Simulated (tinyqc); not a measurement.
Speciation in dilute and buffered hydrofluoric acid, oxide etch rate and bath loading: one step, computed by the program tinyqc. Command: `OMP_NUM_THREADS=1 python tinyqc.py 3120175 3120176 out.jsonl hfetch walk`. One thread of a shared host (Intel(R) Xeon(R) Processor @ 2.30GHz), about 0.01 s of CPU time with the checks.

Concentrations stand for activities, NH4+ and Cl- are spectators, and water ionisation is neglected. H, F and HF2 denote the ions H+, F- and HF2-. The base temperature is 298 K.

Task: Etch rate. Rate = k_a ([HF] + 2 [H2F2]) + k_b [HF2], an empirical two-term form. Time = oxide/rate; a temperature error changes the rate by exp((E_a/k_B)(1/298 - 1/(298 + error))) - 1.

Inputs (values chosen for the exercise, of the order of those for thermal oxide at room temperature):
```
quantity                         value            unit
NH4F added                        0.94           mol/L
HCl added                            0           mol/L
rate constant of neutral HF k_a     12  nm L/(min mol)
rate constant of HF2 k_b            49  nm L/(min mol)
activation energy                 0.36              eV
temperature error                 0.69               K
oxide removed per wafer            270              nm
```

[HF] = 1.112665 mol/L

[H2F2] = 0 mol/L

[HF2] = 0.7826324 mol/L

Constants: k_B = 8.617333262e-05 eV/K.

Give: etch rate; share of HF2 in the rate; etch time; rate change from the temperature error.

Result:

etch rate = 51.701 nm/min

share of HF2 in the rate = 74.175 %

etch time = 313.34 s

rate change from the temperature error = 3.2915 %

Caution: at ionic strengths above about 0.5 mol/L activities differ much from concentrations, so pH and rates are only indicative.
